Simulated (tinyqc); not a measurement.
Comparisons within one model: interband optics of a two-band s-p chain from momentum matrix elements. A value that a table varies takes the place of the one given here.

H(k) = [[Es - 2 ts cos ka, 2i V sin ka], [-2i V sin ka, Ep_ + 2 tp cos ka]] in the basis s, p; the lower band is full, with two electrons a cell. The velocity operator times hbar is W = dH/dk (eV angstrom); intra-atomic dipoles are left out.

With w(k) = |<c|W|v>|^2 and D(k) = Ec - Ev, on the mesh k_j = (j + 1/2)/N (2 pi/a): eps(E) = 1 + (8 pi e2/(a Ar)) mean_j (w/D^2) [1/(D - E - i eta) + 1/(D + E + i eta)], e2 = e^2/(4 pi eps0); light polarised along the chains, no local fields.

Constants: e^2/(4 pi eps0) = 14.39964547 eV angstrom; hbar^2/2m0 = 3.80998211 eV angstrom^2.

Inputs chosen for the exercise: a = 4.46 angstrom (period); Es = 3.67 eV (upper orbital (s)); Ep_ = -1.7 eV (lower orbital (p)); ts = 0.38 eV (s-s hopping); tp = 0.38 eV (p-p hopping); V = 1.06 eV (s-p hopping); Ar = 11.5 angstrom^2 (cross-section per chain); eta = 0.15 eV (Lorentzian half width); E = 1.92 eV (photon energy).

## Joint density of states against eps2

Mesh of 2000 points. J(E) = mean of (eta/pi)/((E - D)^2 + eta^2). The fourth column is J times the constant (8 pi^2 e2/(a Ar)) mean(w/D^2). R = |(sqrt(eps) - 1)/(sqrt(eps) + 1)|^2.

Spectrum:

| E (eV) | J (1/eV) | eps2 | eps2 with constant element | eps1 | R |
|---|---|---|---|---|---|
| 3.25 | 0.017 | 1.413 | 0.517 | 10.123 | 0.275 |
| 3.66 | 0.066 | 6.921 | 1.979 | 16.315 | 0.388 |
| 4.07 | 0.184 | 17.514 | 5.526 | -1.034 | 0.527 |
| 4.48 | 0.140 | 7.797 | 4.197 | -3.951 | 0.518 |
| 4.88 | 0.128 | 4.003 | 3.838 | -2.762 | 0.482 |
| 5.29 | 0.128 | 2.140 | 3.849 | -1.226 | 0.375 |
| 5.70 | 0.138 | 1.250 | 4.164 | 0.414 | 0.109 |
| 6.11 | 0.165 | 1.081 | 4.966 | 2.461 | 0.069 |
| 6.52 | 0.246 | 2.534 | 7.404 | 6.095 | 0.203 |
| 6.93 | 0.775 | 17.950 | 23.302 | 4.293 | 0.485 |
| 7.34 | 0.244 | 4.560 | 7.326 | -9.091 | 0.767 |
| 7.75 | 0.053 | 1.018 | 1.581 | -4.597 | 0.847 |

What does this show?

Transitions span 3.850 to 7.146 eV. Among the energies listed J peaks at 6.93 eV and eps2 at 6.93 eV. The ratio of eps2 to the constant-element value is 3.17 at 4.07 eV and 0.77 at 6.93 eV: w/D^2 is 6.031 angstrom^2 at the zone centre and 1.883 at the edge.

## Mesh against broadening

eps2 at E for three widths, and eps(0) at eta = 0; the last row is the mesh of 2000 points.

Convergence:

| N | eta = 0.03 eV | eta = 0.1 eV | eta = 0.3 eV | eps(0) |
|---|---|---|---|---|
| 4 | 0.007 | 0.024 | 0.072 | 2.8124 |
| 8 | 0.028 | 0.094 | 0.278 | 4.6234 |
| 16 | 0.035 | 0.118 | 0.347 | 4.9078 |
| 32 | 0.036 | 0.118 | 0.349 | 4.9098 |
| 64 | 0.036 | 0.118 | 0.349 | 4.9098 |
| 128 | 0.036 | 0.118 | 0.349 | 4.9098 |
| 2000 | 0.036 | 0.118 | 0.349 | 4.9098 |

How do the results move?

The first N from which eps2 stays within 2 % of the last row is 16 for eta = 0.03, 16 for 0.1 and 16 for 0.3 eV; for eps(0) and 0.1 % it is 16. E lies outside the range of transitions, so eps2 is only the tail of the broadening and grows with eta.

## Static constant against the gap

Es takes the values listed; mesh of 400 points; the Penn-type estimate is 1 + 8 pi c e2 n_eff/(a Ar Dm^2) with Dm the f-weighted mean of D, f = w/(c D), n_eff = 2 mean(f), c = hbar^2/2m0.

Results:

| Es (eV) | smallest D (eV) | Dm (eV) | n_eff | eps(0) | estimate |
|---|---|---|---|---|---|
| 3.37 | 3.550 | 5.320 | 3.889 | 5.663 | 4.694 |
| 3.67 | 3.850 | 5.612 | 3.729 | 4.910 | 4.184 |
| 4.17 | 4.350 | 6.099 | 3.488 | 3.985 | 3.520 |
| 4.67 | 4.850 | 6.587 | 3.272 | 3.336 | 3.027 |
| 5.67 | 5.850 | 7.566 | 2.905 | 2.513 | 2.364 |
| 6.67 | 6.850 | 8.548 | 2.607 | 2.038 | 1.959 |
| 8.67 | 8.850 | 10.519 | 2.155 | 1.551 | 1.524 |

What can be read from the table?

eps(0) - 1 falls from 4.663 to 0.551, as Dm^-3.13; a fixed n_eff would give the power -2, and n_eff goes from 3.889 to 2.155. The single-gap estimate is low by 20.8 % of eps(0) - 1 in the first row and 4.9 % in the last, since 1/D^2 favours the smallest separations. n_eff need not equal the 2 electrons of the cell: a two-orbital basis with chosen hoppings does not obey the free-electron sum rule.

## What moves the optical response

Mesh of 400 points; n_eff = 2 mean(w/(c D)), c = hbar^2/2m0. Each row changes one parameter from the base and keeps the others.

Results:

| case | smallest D (eV) | largest D (eV) | n_eff | eps(0) |
|---|---|---|---|---|
| base | 3.850 | 7.146 | 3.729 | 4.910 |
| a = 4.683 angstrom | 3.850 | 7.146 | 4.112 | 5.105 |
| Es = 3.97 eV | 4.150 | 7.407 | 3.581 | 4.315 |
| ts = 0.456 eV | 3.698 | 7.220 | 3.753 | 5.130 |
| V = 1.166 eV | 3.850 | 7.350 | 4.368 | 5.514 |
| Ar = 12.65 angstrom^2 | 3.850 | 7.146 | 3.729 | 4.554 |

What does this show?

The largest shifts from the base row, up to three for each result and ties (the steps differ in size, so this ranks the rows, not the parameters). smallest D (eV): Es +0.300, ts -0.152; unchanged at the printed digits by a, V and Ar. largest D (eV): Es +0.261, V +0.204, ts +0.074; unchanged at the printed digits by a and Ar. n_eff: V +0.639, a +0.382, Es -0.148; unchanged at the printed digits by Ar. eps(0): V +0.604, Es -0.595, Ar -0.355.

Computed by tinyqc, a small Python program: `OMP_NUM_THREADS=1 python tinyqc.py 1650620 1650621 out.jsonl` (the numbers bound the seed that draws the inputs); one thread of a shared host (Intel(R) Xeon(R) Processor @ 2.30GHz), about 0.01 s for the whole set of steps.
